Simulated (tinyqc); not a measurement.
## Screening length from the swing

Inverse problem. In a simple model of a Schottky-barrier transistor a barrier thinner than d = 2.4 nm is transparent, so the effective barrier is pn - psi (1 - exp(-d/lam)) and the swing beyond flat band is Vt ln 10/(1 - exp(-d/lam)). Find the thermionic swing, lam, and the effective barrier at psi = 0.2 V.

Parameters, values chosen for the exercise:
```
symbol  value  unit                                 meaning
T         250     K                             temperature
pn       0.42    eV  barrier for electrons at both contacts
```

Constants: q = 1.602176634e-19 C, kB = 1.380649e-23 J/K, Vt = kB T/q. Results are converted to the units shown.

swing in the tunnelling range = 111.95123 mV/decade

Solution. The ratio of the two swings is 1 - exp(-d/lam).

Vt ln 10 = 49.6 mV/decade
lam = 4.10 nm
effective barrier = 0.331 eV

tinyqc, about 0.3 s, one thread, Intel Xeon 2.30GHz (shared host): `OMP_NUM_THREADS=1 python tinyqc.py 2390043 2390044 out.jsonl`
